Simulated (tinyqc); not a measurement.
Inside a calculation. Method: LCCD on RHF in the sto-3g basis, for H4, spin multiplicity 1. One step of it, computed by the program tinyqc.

Question. Iteration 6 (converged): orbitals. Diagonalise F' = X^T F X, C = X C', fill 2 alpha and 2 beta electrons from the bottom; D = 2 C_occ C_occ^T. Each column has its largest component positive (the first on a tie).

converged F (hartree):
```
,1H 1s,2H 1s,3H 1s,4H 1s
1H 1s,-0.372307,-0.603405,-0.131569,-0.029435
2H 1s,-0.603405,-0.408561,-0.270061,-0.131384
3H 1s,-0.131569,-0.270061,-0.407985,-0.602889
4H 1s,-0.029435,-0.131384,-0.602889,-0.371711
```

X:
```
,1H 1s,2H 1s,3H 1s,4H 1s
1H 1s,1.258235,-0.498287,0.064970,-0.018778
2H 1s,-0.498287,1.326732,-0.256456,0.064918
3H 1s,0.064970,-0.256456,1.325910,-0.497329
4H 1s,-0.018778,0.064918,-0.497329,1.257448
```

Give: F' = X^T F X; orbital energies; coefficients C; D after iteration 6.

Answer.

F' = X^T F X (hartree):
```
,1,2,3,4
1,0.0603,-0.6580,0.0756,-0.0155
2,-0.6580,0.1073,-0.2784,0.0756
3,0.0756,-0.2784,0.1070,-0.6572
4,-0.0155,0.0756,-0.6572,0.0599
```

orbital energies (hartree): MO1 -0.6553, MO2 -0.5188, MO3 0.5286, MO4 0.9800

coefficients C:
```
,MO1,MO2,MO3,MO4
1H 1s,0.3255,-0.4500,0.8687,-0.8791
2H 1s,0.3866,-0.3951,-0.7181,1.1213
3H 1s,0.3853,0.3964,-0.7200,-1.1186
4H 1s,0.3242,0.4511,0.8700,0.8761
```

D after iteration 6:
```
,1H 1s,2H 1s,3H 1s,4H 1s
1H 1s,0.6170,0.6073,-0.1059,-0.1950
2H 1s,0.6073,0.6110,-0.0153,-0.1058
3H 1s,-0.1059,-0.0153,0.6112,0.6075
4H 1s,-0.1950,-0.1058,0.6075,0.6173
```
